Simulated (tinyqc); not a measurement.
# p-type polysilicon, carrier trapping at grain boundaries, step by step

Numbers from tinyqc (`OMP_NUM_THREADS=1 python tinyqc.py 2830073 2830074 out.jsonl`; about 0.01 s on one thread of a shared Intel Xeon 2.30GHz). Printed values are rounded.

One-dimensional grains of size Lg, uniform ionised doping N, monovalent traps Qt at each boundary at a depth Et below (for electrons) or above (for holes) the band edge there, abrupt depletion of width W on each side of a boundary, Boltzmann statistics. xi is the distance from the band edge at the grain centre to the Fermi level. Trapped charge Qt/(1 + exp((xi + VB - Et)/Vt)) = 2 N W, barrier VB = q N W^2/(2 eps0 eps_r).

Parameters, values chosen for the exercise; values of the order met in polycrystalline silicon:
- T = 350 K (temperature)
- eps_r = 11.7 (relative permittivity)
- NB = 3.34e19 cm^-3 (valence-band density of states at T)
- Lg = 62 nm (grain size)
- Qt = 5.1e11 cm^-2 (trap density of a grain boundary)
- Et = 0.34 eV (depth of the trap level from the majority band edge at the boundary)
- ms = 0.26 m0 (mass for thermionic emission)
- fe = 0.5 (correction factor of the emission rate)
- mug = 94 cm^2/(V s) (mobility inside the grains)
- N = 3.1e17 cm^-3 (doping)

Constants: q = 1.602176634e-19 C, kB = 1.380649e-23 J/K, m0 = 9.1093837015e-31 kg, Vt = kB T/q, eps0 = 8.8541878128e-14 F/cm where lengths are in cm. Results are converted to the units shown.

Range of the model: VB is below Vt, where abrupt depletion and thermionic emission are rough.

## Starting value

W = 6.6 nm.

W at the start = 6.6 nm

## Iteration 1: new W

Partly depleted grain, xi = Vt ln(NB/N): f = 1/(1 + exp((xi + VB - Et)/Vt)), g = Qt f - 2 N W, g' = -2 Qt f (1 - f) VB/(W Vt) - 2 N, W(new) = W - g/g'.

VB = 0.01044228 V
f = 0.9980675
g = 9.981442e10 cm^-2
g' = -6.210320e10 cm^-2/nm
W after iteration 1 = 8.207235 nm

## Iteration 2: new W

As before.

VB = 0.01614735 V
f = 0.9976660
g = -3.887623e7 cm^-2
g' = -6.215493e10 cm^-2/nm
W after iteration 2 = 8.206609 nm

## Course of the iteration

Stop when the step is below 1e-10 nm, or after 40 iterations.

Course of the iteration:

| iteration | W before the step (nm) | step (nm) |
|---|---|---|
| 1 | 6.6 | 1.61 |
| 2 | 8.207235 | -6.25e-4 |
| 3 | 8.206609 | -1.23e-10 |
| 4 | 8.206609 | < 1e-12 |

Converged in 4 iterations.

## Depletion width, Fermi level and barrier

If the trap equation with xi = Vt ln(NB/N) has a root W < Lg/2, the grain is partly depleted; otherwise W = Lg/2 and the trap equation gives xi = Et - VB + Vt ln(Qt/(N Lg) - 1). N* = Qt/Lg.

N* = 8.225806e16 cm^-3
W = 8.206609 nm
xi = 0.1411440 V
VB = 0.01614489 V
share of traps filled = 0.9976662

N is 3.77 N*, and the grain is partly depleted; VB = 0.535 Vt.

## Resistivity and effective mobility

n0 = NB exp(-xi/Vt); mean density n0 (1 - 2 W/Lg) by charge balance in a partly depleted grain, and n0 (sqrt(pi)/2) erf(u)/u with u = sqrt(VB/Vt) in a fully depleted one; v = sqrt(kB T/(2 pi ms m0)); barrier resistivity Vt exp(VB/Vt)/(q fe n0 v Lg); grain resistivity (1 - 2 W/Lg)/(q n0 mug); effective mobility 1/(q mean density total resistivity).

n0 = 3.1e17 cm^-3
mean density = 2.279339e17 cm^-3
v = 5.698421e6 cm/s
barrier resistivity = 0.05871225 ohm cm
grain resistivity = 0.1574879 ohm cm
resistivity = 0.2162002 ohm cm
effective mobility = 126.6557 cm^2/(V s)

The resistivity is 1.01 times that of a single crystal with the same N and mobility mug, and the mean density is 73.5 % of N. The effective mobility exceeds mug only because drift through the depleted grain is left out.
